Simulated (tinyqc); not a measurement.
Band edges of strained Si(1-x)Ge(x) on relaxed Si(1-y)Ge(y): one step. Strain of the layer on a (110) buffer. Three cases, with inputs chosen for the exercise.

Problem. Use the elastic constants of the layer.

Coherent growth on a (110) face: e_par = (a(y) - a(x))/a(x), e_perp = -(C11 + 3 C12 - 2 C44)/(C11 + C12 + 2 C44) e_par; exx = eyy = (e_par + e_perp)/2, ezz = e_par, exy = (e_perp - e_par)/2, eyz = ezx = 0.

Case 1.

Values chosen (out of a larger set: end members near Si and Ge, in this order; not measured data): face = 110 (growth face).

Interpolated values (a in angstrom, C11, C12, C44 in GPa, all else in eV):
```
symbol,layer,buffer
a,5.652000,5.625499
Dso,0.290000,0.262940
av,1.230000,1.366400
b,-2.580000,-2.528300
d,-5.290000,-5.232800
C11,130.100000,134.060000
C12,47.800000,49.516000
C44,66.100000,67.618000
Ev,0.700000,0.623000
ED,0.940000,0.943517
EL,0.747000,0.889230
aD,1.200000,1.270400
aL,-2.840000,-2.878500
XuD,9.260000,9.244600
XuL,14.920000,15.016800
```

Case 2.

Values chosen (out of a larger set: end members near Si and Ge, in this order; not measured data): face = 110 (growth face).

Interpolated values (a in angstrom, C11, C12, C44 in GPa, all else in eV):
```
symbol,layer,buffer
a,5.437000,5.508940
Dso,0.044000,0.124190
av,2.450000,2.044100
b,-2.070000,-2.228400
d,-4.800000,-4.958400
C11,167.800000,154.336000
C12,63.400000,58.219000
C44,79.100000,74.744000
Ev,0.000000,0.237600
ED,1.162000,1.031073
EL,1.986000,1.579110
aD,1.650000,1.514700
aL,-3.070000,-2.957800
XuD,9.510000,9.358200
XuL,15.960000,15.824700
```

Case 3.

Values chosen (out of a larger set: end members near Si and Ge, in this order; not measured data): face = 110 (growth face).

Interpolated values (a in angstrom, C11, C12, C44 in GPa, all else in eV):
```
symbol,layer,buffer
a,5.545413,5.592525
Dso,0.175220,0.223820
av,1.810400,1.562400
b,-2.352200,-2.438200
d,-5.080800,-5.184800
C11,144.296000,136.776000
C12,55.728000,52.368000
C44,72.996000,70.476000
Ev,0.388800,0.532800
ED,0.977313,0.951025
EL,1.307400,1.059400
aD,1.513600,1.481600
aL,-2.878200,-2.844200
XuD,9.100800,9.104800
XuL,15.784000,15.504000
```

Give: e_par; e_perp; strain tensor in the cubic axes.

Solution.

Case 1.

e_par = -0.004689
e_perp = 0.002137

strain tensor in the cubic axes:
```
,x,y,z
x,-0.001276,0.003413,0.000000
y,0.003413,-0.001276,0.000000
z,0.000000,0.000000,-0.004689
```

The layer is under compression in the plane; its volume changes by -0.724 %.

Case 2.

e_par = 0.013232
e_perp = -0.006789

strain tensor in the cubic axes:
```
,x,y,z
x,0.003221,-0.010010,0.000000
y,-0.010010,0.003221,0.000000
z,0.000000,0.000000,0.013232
```

The layer is under tension in the plane; its volume changes by +1.967 %.

Case 3.

e_par = 0.008496
e_perp = -0.004063

strain tensor in the cubic axes:
```
,x,y,z
x,0.002216,-0.006279,0.000000
y,-0.006279,0.002216,0.000000
z,0.000000,0.000000,0.008496
```

The layer is under tension in the plane; its volume changes by +1.293 %.

Computed by tinyqc, one run a case: `OMP_NUM_THREADS=1 python tinyqc.py N N+1 out.jsonl` with N = 1080855, 1081063, 1081330; one thread of a shared Intel(R) Xeon(R) Processor @ 2.30GHz, about 0.02 s a run at most.
